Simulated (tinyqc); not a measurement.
# Trapped share and trap depth from dynamic on-resistance

Problem. Traps remove the share ft of the electrons in the drain access (length Ld, sheet resistance Rsh before stress), so Ron grows by Rsh Ld ft/(1 - ft). The recovery time goes as T^(-2) exp(q Ea/(kB T)). Find ft and Ea.

Inputs (values chosen for the exercise): drain access length Ld = 2 um.

Constants: q = 1.602176634e-19 C, kB = 1.380649e-23 J/K. Results are converted to the units shown.

Ron before and just after an off-state stress (ohm mm): 3.0303720  3.5612832
Rsh = 796.36680 ohm
recovery times at 300 and 410 K (s): 2.4  4.8247612e-4

Solution. The rise of Ron over Rsh Ld is ft/(1 - ft); ln(t T^2) is linear in 1/T.

ft = 0.250
Ea = 0.760 eV

tinyqc, about 0.01 s, one thread, Intel Xeon 2.30GHz (shared host): `OMP_NUM_THREADS=1 python tinyqc.py 2570013 2570014 out.jsonl`
